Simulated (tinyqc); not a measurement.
Charge neutrality level from zone-averaged pseudopotential bands: one step. The neutrality level. Three cases, with inputs chosen for the exercise.

Task: Energies are counted from the valence top at Gamma. E_N = (1/2) weighted mean of [E5 + (E3 + E4)/2]. Compare with half the smallest indirect gap, min(Delta/X, L)/2, and give the barrier for electrons in the limit of full pinning, min(gaps) - E_N.

Give: mean of E5; mean of (E3 + E4)/2; E_N; half the indirect gap; pinned barrier for electrons.

Case 1.

Levels (eV):
```
kx              ky        kz  weight         E3         E4        E5        E6
0.166667  0.166667  0.166667       2  -0.287933  -0.287933  2.463547  4.978175
0.500000  0.166667  0.166667       6  -1.547781  -1.289641  3.024787  4.666112
0.500000  0.500000  0.166667       6  -2.450390  -0.961627  3.134084  4.969748
0.500000  0.500000  0.500000       1  -0.910250  -0.910250  1.662051  4.964785
0.833333  0.166667  0.166667       6  -2.847410  -1.990134  2.217747  3.736346
0.833333  0.500000  0.166667       6  -3.230338  -2.083286  4.278286  4.490479
```

gaps to Gamma, Delta/X, L (eV): 1.414484  1.750617  1.662051

Result:

mean of E5 = 3.0562 eV
mean of (E3 + E4)/2 = -1.8773 eV
E_N = 0.5895 eV
half the indirect gap = 0.8310 eV
pinned barrier for electrons = 0.8250 eV

E_N lies at 42 % of the gap from the valence top. The two estimates differ by 0.24 eV; both rules are good to a few tenths of an eV only, so a position within that distance of a band edge or of mid-gap is not settled. Local form factors place the indirect gaps only to a few tenths of an eV, and E_N moves with them. Spin-orbit coupling, left out, would lift the valence top by a third of its splitting.

Case 2.

Levels (eV):
```
kx              ky        kz  weight         E3         E4        E5        E6
0.125000  0.125000  0.125000       2  -0.282585  -0.282585  3.076891  3.864585
0.375000  0.125000  0.125000       6  -1.352917  -1.280086  2.630679  4.524412
0.375000  0.375000  0.125000       6  -2.413415  -0.802677  3.223350  4.419501
0.375000  0.375000  0.375000       2  -1.156558  -1.156558  1.966243  4.135992
0.625000  0.125000  0.125000       6  -2.793595  -2.325217  1.684644  3.243111
0.625000  0.375000  0.125000      12  -3.481079  -2.017976  3.333712  4.071533
0.625000  0.375000  0.375000       6  -2.399867  -1.655052  2.577917  4.040855
0.625000  0.625000  0.125000       6  -4.174253  -1.988910  2.194652  5.980014
0.875000  0.125000  0.125000       6  -3.604921  -2.831539  1.163471  2.288743
0.875000  0.375000  0.125000      12  -4.241184  -3.098608  2.752194  4.726802
```

gaps to Gamma, Delta/X, L (eV): 3.395466  0.834523  1.816507

Result:

mean of E5 = 2.5620 eV
mean of (E3 + E4)/2 = -2.5434 eV
E_N = 0.0093 eV
half the indirect gap = 0.4173 eV
pinned barrier for electrons = 0.8253 eV

E_N lies at 1 % of the gap from the valence top, so pinned contacts have the lower barrier for holes. The two estimates differ by 0.41 eV; both rules are good to a few tenths of an eV only, so a position within that distance of a band edge or of mid-gap is not settled. Local form factors place the indirect gaps only to a few tenths of an eV, and E_N moves with them. Spin-orbit coupling, left out, would lift the valence top by a third of its splitting.

Case 3.

Levels (eV):
```
kx              ky        kz  weight         E3         E4        E5        E6
0.166667  0.166667  0.166667       2  -0.287985  -0.287985  2.448648  4.978771
0.500000  0.166667  0.166667       6  -1.544051  -1.288059  3.045154  4.649112
0.500000  0.500000  0.166667       6  -2.442376  -0.961200  3.132058  5.001511
0.500000  0.500000  0.500000       1  -0.909830  -0.909830  1.661228  4.971164
0.833333  0.166667  0.166667       6  -2.836218  -1.987717  2.252284  3.762315
0.833333  0.500000  0.166667       6  -3.216967  -2.076044  4.284160  4.528824
```

gaps to Gamma, Delta/X, L (eV): 1.380254  1.793953  1.661228

Result:

mean of E5 = 3.0682 eV
mean of (E3 + E4)/2 = -1.8720 eV
E_N = 0.5981 eV
half the indirect gap = 0.8306 eV
pinned barrier for electrons = 0.7822 eV

E_N lies at 43 % of the gap from the valence top. The two estimates differ by 0.23 eV; both rules are good to a few tenths of an eV only, so a position within that distance of a band edge or of mid-gap is not settled. Local form factors place the indirect gaps only to a few tenths of an eV, and E_N moves with them. Spin-orbit coupling, left out, would lift the valence top by a third of its splitting.

Computed by tinyqc, one run a case: `OMP_NUM_THREADS=1 python tinyqc.py N N+1 out.jsonl` with N = 1850009, 1850044, 1850056; one thread of a shared Intel(R) Xeon(R) Processor @ 2.30GHz, about 0.09 s a run at most.
